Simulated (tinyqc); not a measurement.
How far the cone holds: pi bands of a honeycomb layer in tight binding.

Lattice vectors a (1,0) and a (1/2, sqrt3/2); f = exp(i ky a/sqrt3) + 2 cos(kx a/2) exp(-i ky a/(2 sqrt3)), w = |f|. H = [[D - t2 F, -t f], [., -D - t2 F]] with F = w^2 - 3, S = [[1, s0 f], [., 1]]; the levels solve det(H - E S) = 0. K = (4 pi/3a, 0), M = (pi/a, pi/(sqrt3 a)); w = 3, 1, 0 at Gamma, M, K.

Inputs chosen for the exercise (of the size used for graphene; not measured data):
- a = 2.46 angstrom (lattice constant)
- t = 2.77 eV (nearest hopping)
- t2 = 0.05 eV (second-neighbour hopping)
- s0 = 0.049 (overlap of neighbours)
- D = 0 eV (+D on A, -D on B)

Upper and lower levels at distance q from K towards Gamma (-x) and towards M (+x), measured from 3 t2; cone: sqrt(D^2 + (hbar v q)^2), hbar v = (sqrt3/2) a (t + 3 t2 s0).

Levels (eV):
```
q (1/angstrom)    cone  upper, to Gamma  lower, to Gamma  upper, to M  lower, to M
0.02            0.1183           0.1193          -0.1190       0.1176      -0.1173
0.05            0.2958           0.3019          -0.2999       0.2914      -0.2895
0.10            0.5917           0.6154          -0.6071       0.5729      -0.5656
0.20            1.1834           1.2731          -1.2379       1.1013      -1.0749
0.30            1.7751           1.9647          -1.8821       1.5756      -1.5221
0.40            2.3668           2.6810          -2.5296       1.9866      -1.9023
0.60            3.5502           4.1473          -3.7957       2.5877      -2.4464
```

Give the missing row, q (1/angstrom) = 0.15.

Computed row:
```
q (1/angstrom)    cone  upper, to Gamma  lower, to Gamma  upper, to M  lower, to M
0.15            0.8875           0.9395          -0.9202       0.8433      -0.8277
```

At q = 0.2 the upper band lies +90 meV from the cone towards Gamma and -82 meV towards M; half their difference, 86 meV, is the trigonal warping, steeper towards Gamma, and their mean, +4 meV, comes from the bending of the band and from t2 or the overlap. All four values stay within 5 % of the cone up to q = 0.1. The electron-hole asymmetry, upper plus lower towards Gamma, is +35 meV at q = 0.2.

Program tinyqc; command `OMP_NUM_THREADS=1 python tinyqc.py 1452542 1452543 out.jsonl`; about 0.01 s on one thread of a shared Intel(R) Xeon(R) Processor @ 2.30GHz.
